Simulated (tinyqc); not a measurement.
## Gate work function from the charge

Question. For an undoped double gate, Q = 8 eps0 eps_r Vt beta tan(beta)/ts with 0 < beta < pi/2, and at the source (Vg - dphi)/(2 Vt) - ln[(2/ts) sqrt(2 eps0 eps_r Vt/(q ni))] = ln(beta) - ln(cos beta) + 2 r beta tan(beta), r = eps_r tox/(eox ts). Find beta and dphi.

Inputs (values chosen for the exercise); material values close to those of germanium: temperature T = 300 K; relative permittivity of the semiconductor eps_r = 15.9; relative permittivity of the gate insulator eox = 3.79; insulator thickness tox = 1.2 nm; body thickness ts = 25 nm; gate voltage Vg = 0.8 V.

Constants: q = 1.602176634e-19 C, kB = 1.380649e-23 J/K, Vt = kB T/q, eps0 = 8.8541878128e-14 F/cm where lengths are in cm. Results are converted to the units shown.

Qs = 2180.3124 nC/cm^2
ni = 1.9430598e13 cm^-3

Answer. beta tan(beta) rises from 0 without bound on the interval, so the charge fixes beta; the second relation is then explicit in dphi. At this charge the surface density passes 0.3 Nc, so the classical Boltzmann model is only formal.

beta = 1.491
dphi = 0.01000 V

Program tinyqc, `OMP_NUM_THREADS=1 python tinyqc.py 2440139 2440140 out.jsonl`; Intel Xeon 2.30GHz, shared host, one thread, about 0.03 s.
